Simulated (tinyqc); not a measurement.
Changing the valence weight f_v of the site orbital: deep trap from a strong local potential in a two-band host (Koster-Slater model with semi-elliptic bands). Computed by tinyqc, a small Python program. Command: `OMP_NUM_THREADS=1 python tinyqc.py 3021809 3021810 out.jsonl deeptrap sweep`. One thread of a shared host (Intel(R) Xeon(R) Processor @ 2.30GHz), about 0.03 s of CPU time with the checks.

The valence band spans -2 W_v to 0 and the conduction band E_g to E_g + 2 W_c. The orbital at the impurity site has weight f_v in the valence band and 1 - f_v in the conduction band, each spread as a semi-ellipse (2/(pi W^2)) sqrt(W^2 - x^2) about the band centre. The impurity adds U to this orbital. Spin is left out.

Inputs (values chosen for the exercise, for a model semiconductor):
```
quantity                               value  unit
gap E_g                                 5.41    eV
half-width of the valence band W_v       2.9    eV
half-width of the conduction band W_c      4    eV
impurity potential U                   -22.4    eV
```

Impurity: attractive, donor-like.

Method:
- In the gap G(E) = f_v (2/W_v^2)[x - sqrt(x^2 - W_v^2)] - (1 - f_v)(2/W_c^2)[y - sqrt(y^2 - W_c^2)], x = E + W_v, y = E_g + W_c - E.
- G falls across the gap from G(0) to G(E_g). A repulsive U binds if U > 1/G(0), an attractive one if U < 1/G(E_g); the vacancy level (U infinite) solves G(E) = 0 (bisection).
- The trap level solves G(E) = 1/U (bisection). With D = -dG/dE = D_v + D_c, D_v = f_v (2/W_v^2)[x/sqrt(x^2 - W_v^2) - 1] and D_c = (1 - f_v)(2/W_c^2)[y/sqrt(y^2 - W_c^2) - 1], the weight on the impurity orbital is 1/(U^2 D) and the conduction-band character is D_c/D.

One run for each value; columns: (1) valence weight f_v of the site orbital; (2) vacancy level (eV); (3) trap level E_t (eV); (4) repulsive threshold (eV); (5) attractive threshold (eV):
```
(1)     (2)    (3)    (4)     (5)
0.28  0.893  2.073  8.867   -3.07
0.33  1.367  2.623  6.543   -3.40
0.38  1.865  3.138  5.184   -3.81
0.43  2.373  3.619  4.293   -4.32
0.48  2.883  4.062  3.663   -4.99
0.52  3.288  4.387  3.278   -5.70
0.57  3.783  4.751  2.897   -6.94
0.62  4.258  5.059  2.596   -8.85
0.67  4.698  5.290  2.352  -12.23
0.72  5.079  5.406  2.149  -19.78
```

What does the table show, and why?

Over the rows, vacancy level (eV) rises from 0.893 to 5.08 (exponent d ln y / d ln x 2.6 between the first rows and 1.1 between the last); trap level E_t (eV) rises from 2.07 to 5.41 (exponent d ln y / d ln x 1.4 between the first rows and 0.30 between the last); repulsive threshold (eV) falls from 8.87 to 2.15 (exponent d ln y / d ln x -1.8 between the first rows and -1.3 between the last). More valence weight in the site orbital pushes the zero of G, the vacancy level, up the gap.

Extremes, crossings and ranges named in words are read from the listed rows.
